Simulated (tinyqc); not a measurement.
Scattering rates of a carrier in a spherical band by Fermi's golden rule. Which input was changed? Computed by tinyqc, a small Python program. Command: `OMP_NUM_THREADS=1 python tinyqc.py 3026569 3026570 out.jsonl scatter which`. One thread of a shared host (Intel(R) Xeon(R) Processor @ 2.30GHz), about 0.07 s of CPU time with the checks.

All processes here are isotropic or elastic, and the rate listed is the momentum relaxation rate.

Inputs (values chosen for the exercise, modelled on holes in silicon):

| quantity | value | unit |
|---|---|---|
| density-of-states mass of one valley m | 0.486 | m_0 |
| static permittivity eps_s | 11.7 | - |
| density rho | 2329 | kg/m^3 |
| sound velocity v_l | 8800 | m/s |
| acoustic deformation potential D_A | 5.1 | eV |
| phonon energy hbar w | 64.2 | meV |
| optical or intervalley deformation potential D_o | 8.7 | 1e8 eV/cm |
| final valleys Z_f | 1 | - |
| ionised impurity density N_I | 7.9e+16 | 1/cm^3 |
| temperature T | 300 | K |
| carrier energy E | 61 | meV |
| neutral impurity density N_n | 6.5e+17 | 1/cm^3 |

Crystal: non-polar. Band: parabolic. Impurity formula: Brooks-Herring. Further scattering: neutral impurities.

Constants: k_B = 8.617333262e-05 eV/K; eps_0 = 8.8541878128e-12 F/m; k_B = 1.380649e-23 J/K; e = 1.602176634e-19 C; hbar = 1.054571817e-34 J s; m_0 = 9.1093837015e-31 kg; hbar = 6.582119569e-16 eV s.

Method:
- Phonon occupation N_q = 1/(exp(hbar w/(k_B T)) - 1).
- Debye screening by free carriers of density N_I: L_s = sqrt(eps_s eps_0 k_B T/(e^2 N_I)).
- Parabolic band: E = hbar^2 k^2/(2 m), speed v = hbar k/m, states per spin, volume and energy g(E) = m k/(2 pi^2 hbar^2). Masses are multiplied by m_0 and all formulas are in SI units.
- Acoustic deformation potential (elastic, equipartition, absorption and emission together): 1/tau = 2 pi k_B T D_A^2 g(E)/(hbar rho v_l^2).
- Singly charged impurities, momentum relaxation: 1/tau = N_I e^4 m (1 + 2 alpha E) Phi/(8 pi (eps_s eps_0)^2 hbar^3 k^3), with alpha = 0 for a parabolic band.
- Brooks-Herring: Phi = ln(1 + b) - b/(1 + b), b = 4 k^2 L_s^2.
- Optical or intervalley deformation potential: 1/tau = (pi Z_f D_o^2/(rho w)) [N_q g(E + hbar w) + (N_q + 1) g(E - hbar w)], with g = 0 below the band edge.
- Neutral impurities (Erginsoy): 1/tau = 20 N_n a_B hbar/m, a_B = 4 pi eps_s eps_0 hbar^2/(m e^2).
- Rates add: 1/tau_m is the sum, and the mean free path is v tau_m.

Task: One of these inputs alone was changed, within the range given: density-of-states mass of one valley m (0.243 to 0.972); sound velocity v_l (4400 to 1.76e+04); optical or intervalley deformation potential D_o (4.35 to 17.4); ionised impurity density N_I (3.95e+16 to 1.58e+17). Which one, and to what value?

Results:

| run | acoustic rate (1/s) | mean free path (nm) | ionised-impurity rate (1/s) |
|---|---|---|---|
| before | 1.625172e+12 | 31.00610 | 5.830531e+11 |
| after | 1.114763e+12 | 27.40221 | 6.309773e+11 |

Result:

Each candidate set to reproduce acoustic rate, and what it then gives:

| candidate | range searched | value needed | mean free path (nm) | ionised-impurity rate (1/s) |
|---|---|---|---|---|
| density-of-states mass of one valley m (m_0) | 0.243 to 0.972 | 0.3780 | 27.402 | 6.3098e+11 |
| sound velocity v_l (m/s) | 4400 to 1.76e+04 | 10630 | 33.532 | 5.8305e+11 |
| optical or intervalley deformation potential D_o (1e8 eV/cm) | 4.35 to 17.4 | no effect | - | - |
| ionised impurity density N_I (1/cm^3) | 3.95e+16 to 1.58e+17 | no effect | - | - |

Only density-of-states mass of one valley m fits every result: it went from 0.486 to 0.378 m_0. The next best candidate, sound velocity v_l, misses one result by 22 %.

Caution: Erginsoy's formula holds for k a_B below about 0.5 and for dopants that stay neutral, which means low temperature; elsewhere it is only a rough constant rate.
